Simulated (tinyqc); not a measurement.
Interface traps from C-V curves, high-low and Terman methods: two steps of the calculation.

MOS capacitor on an n-type substrate; psi is the band bending, negative in depletion; only majority carriers are counted. At the bending psi the Fermi level lies y = xi - psi below the conduction edge at the surface, xi = Vt ln(Nc/Nd). Dit(y) = D0 + D1 exp(-y/E1); traps fill up to the Fermi level, follow the bias and a slow signal, and do not follow a fast one. V is the gate voltage from flat band.

Parameters, values chosen for the exercise; band and dielectric values close to those of silicon:
```
symbol    value         unit                                   meaning
T           350            K                               temperature
eps_r      11.9                                  relative permittivity
Nc      3.49e19        cm^-3    conduction-band density of states at T
Nd       4.2e17        cm^-3                             donor density
EOT          22           nm                equivalent oxide thickness
D0       2.4e12  cm^-2 eV^-1       trap density far from the band edge
D1       4.7e13  cm^-2 eV^-1  band-tail density at the conduction edge
E1          0.1           eV                  decay energy of the tail
n             8                                                 points
pa        -0.66            V                      deepest band bending
pb       -0.045            V                   shallowest band bending
```

Constants: q = 1.602176634e-19 C, kB = 1.380649e-23 J/K, Vt = kB T/q, eps0 = 8.8541878128e-14 F/cm where lengths are in cm. Results are converted to the units shown.

Problem 1. The curves. Cox = 3.9 eps0/EOT, LD = sqrt(eps0 eps_r Vt/(q Nd)), u = psi/Vt, Cd = (eps0 eps_r/(sqrt(2) LD)) |exp(u) - 1|/sqrt(exp(u) - u - 1). Ideal V0 = psi - sqrt(2) (eps0 eps_r Vt/LD) sqrt(exp(u) - u - 1)/Cox for psi < 0; the traps add dV = (q/Cox) times the integral of Dit from 0 to psi = (q/Cox) [D0 psi + D1 E1 exp(-xi/E1) (exp(psi/E1) - 1)]. 1/C_HF = 1/Cox + 1/Cd, 1/C_LF = 1/Cox + 1/(Cd + q Dit). Take n equally spaced psi from pa to pb.

Give: psi; y; Dit; V0; V; C_HF; C_LF; Cox.

Solution 1.

| point | psi (V) | y (eV) | Dit (cm^-2 eV^-1) | V0 (V) | V (V) | C_HF (nF/cm^2) | C_LF (nF/cm^2) |
|---|---|---|---|---|---|---|---|
| 0 | -0.66000 | 0.79331 | 2.4169e12 | -2.5640 | -5.4441 | 94.464 | 125.43 |
| 1 | -0.57214 | 0.70545 | 2.4406e12 | -2.3384 | -5.0008 | 97.266 | 126.31 |
| 2 | -0.48429 | 0.61760 | 2.4977e12 | -2.1010 | -4.5424 | 100.50 | 127.51 |
| 3 | -0.39643 | 0.52974 | 2.6352e12 | -1.8484 | -4.0605 | 104.33 | 129.29 |
| 4 | -0.30857 | 0.44188 | 2.9663e12 | -1.5745 | -3.5375 | 109.01 | 132.05 |
| 5 | -0.22071 | 0.35402 | 3.7633e12 | -1.2680 | -2.9345 | 115.06 | 136.27 |
| 6 | -0.13286 | 0.26617 | 5.6821e12 | -0.9031 | -2.1584 | 123.50 | 142.00 |
| 7 | -0.04500 | 0.17831 | 1.0301e13 | -0.3978 | -0.9664 | 135.53 | 148.16 |

Cox = 156.96 nF/cm^2

At the deepest bending the traps stretch the gate voltage from -2.56 to -5.44 V.

Problem 2. Terman extraction. psi at each point follows from C_HF and the ideal curve. Dit = (Cox/q) d(V - V0)/dpsi by central differences over the two neighbours.

| point | psi (V) | V0 (V) | V (V) |
|---|---|---|---|
| 0 | -0.66000000 | -2.5639999 | -5.4440614 |
| 1 | -0.57214286 | -2.3383618 | -5.0007688 |
| 2 | -0.48428571 | -2.1010241 | -4.5423680 |
| 3 | -0.39642857 | -1.8483780 | -4.0604524 |
| 4 | -0.30857143 | -1.5744612 | -3.5375098 |
| 5 | -0.22071429 | -1.2680440 | -2.9345045 |
| 6 | -0.13285714 | -0.9030642 | -2.1584319 |
| 7 | -0.04500000 | -0.3977855 | -0.9663955 |

Cox = 156.96060 nF/cm^2

Give: Dit by Terman.

Solution 2.

| point | Dit by Terman (cm^-2 eV^-1) |
|---|---|
| 1 | 2.446e12 |
| 2 | 2.511e12 |
| 3 | 2.667e12 |
| 4 | 3.042e12 |
| 5 | 3.946e12 |
| 6 | 6.121e12 |

The differences overstate the curved tail; the largest error is 7.7 %, at point 6.

tinyqc, about 0.01 s, one thread, Intel Xeon 2.30GHz (shared host): `OMP_NUM_THREADS=1 python tinyqc.py 2030067 2030068 out.jsonl`
